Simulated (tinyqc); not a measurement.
From results to parameters: two-site tight-binding chain. Computed by the program tinyqc.

Problem. A two-site chain has site energies +delta (A) and -delta (B) and hoppings t1 > t2 > 0, so E = +/- sqrt(delta^2 + |t1 + t2 exp(-ika)|^2). Find delta, t1 and t2.

upper band at k = 0 = 2.783415 eV
upper band at the zone edge = 0.847231 eV
weight of the upper band on site A at the zone edge = 0.753768

Solution. The weight on A is (1 + delta/E)/2, which gives delta; then t1 + t2 = sqrt(E(0)^2 - delta^2) and t1 - t2 = sqrt(E(edge)^2 - delta^2).

delta, t1, t2 (eV): 0.4300  1.7400  1.0100
